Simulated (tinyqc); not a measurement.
Inside a calculation: fitting sp3s* parameters to three gaps by Newton steps. Values are carried at full precision from step to step, so a last printed digit may differ when a step is redone from the rounded ones.

sp3s* tight binding, nearest neighbours only: anion (a) at 0, cation (c) at a/4 (1,1,1), orbitals s, px, py, pz, s* on each; k in units of 2 pi/a. With phases e_j = exp(i (pi/2) k.n_j) for n = (1,1,1), (1,-1,-1), (-1,1,-1), (-1,-1,1): g0 = (e1+e2+e3+e4)/4, g1 = (e1+e2-e3-e4)/4, g2 = (e1-e2+e3-e4)/4, g3 = (e1-e2-e3+e4)/4. The diagonal holds the levels Esa, Epa, Exa (s*) and Esc, Epc, Exc. Anion-cation block: <sa|sc> = Vss g0; <sa|xc> = Vsapc g1; <xa|sc> = -Vscpa g1; <xa|xc> = Vxx g0; <xa|yc> = <ya|xc> = Vxy g3, <xa|zc> = <za|xc> = Vxy g2, <ya|zc> = <za|yc> = Vxy g1; <s*a|xc> = Vxapc g1; <xa|s*c> = -Vpaxc g1; y and z take g2 and g3 in place of g1; s-s* and s*-s* vanish.

Gaps are level 5 at Gamma, X = (1,0,0) and L = (1/2,1/2,1/2) less level 4 at Gamma; no spin-orbit coupling. Free parameters: Esa, Vxapc and Vscpa. H is linear in them, so by Hellmann-Feynman J_ij = <u|dH/dp_j|u> for level 5 at point i less the same for level 4 at Gamma. Newton: p(new) = p + J^-1 (target - gaps); stop when all misses are below 1e-7 eV.

Inputs chosen for the exercise (out of a larger set: near a published set for SiC, fitted to gaps, whose masses and valley positions are rough; not measured data): p = (-8.436, 2.124, -4.832, 4.35, 9.639, 9.284, -12.424, 3.038, 5.924, 9.483, 9.237, 8.682, 4.41) eV (start, order Esa, Epa, Esc, Epc, Exa, Exc, Vss, Vxx, Vxy, Vsapc, Vscpa, Vxapc, Vpaxc); tg = (5.8642, 2.1323, 3.4119) eV (target gaps at Gamma, X, L).

## Gaps of the starting set

Compute the gaps and the misses.

gaps (eV): Gamma 5.9185, X 2.3473, L 3.5712

target less gap (eV): Gamma -0.0543, X -0.2150, L -0.1593

## The Jacobian

Form J and its singular values.

J:
```
          Esa    Vxapc    Vscpa
Gamma  0.4282   0.0000   0.0000
X      0.2423  -0.7463   0.0000
L      0.2246  -0.5924  -0.0519
```

singular values: 1.0202  0.4009  0.0405

The gap at Gamma answers to Esa. The condition number is 25.2.

## The first Newton step

Solve J dp = target less gap; the columns of J are Esa, Vxapc and Vscpa.

dp (eV): Esa -0.127, Vxapc 0.247, Vscpa -0.297

## The iteration

Repeat with J formed anew.

Newton steps (eV):
```
i      Esa   Vxapc   Vscpa   Gamma       X       L  largest miss
0  -8.4360  8.6820  9.2370  5.9185  2.3473  3.5712          0.21
1  -8.5627  8.9289  8.9401  5.8644  2.1325  3.4129        0.0010
2  -8.5631  8.9290  8.9564  5.8642  2.1323  3.4119       3.7e-07
3  -8.5631  8.9290  8.9564  5.8642  2.1323  3.4119       6.3e-14
```

Converged in 3 steps; the miss goes 0.21, 0.0010, 3.7e-07, 6.3e-14, about squaring each time once it is small. The largest change is 0.281 eV in Vscpa, for a first miss of 0.215 eV.

## Checks

- J by Hellmann-Feynman against central differences: largest difference 3.1e-10.

Computed by tinyqc, a small Python program: `OMP_NUM_THREADS=1 python tinyqc.py 1482088 1482089 out.jsonl` (the numbers bound the seed that draws the inputs); one thread of a shared host (Intel(R) Xeon(R) Processor @ 2.30GHz), about 0.1 s for the whole set of steps.
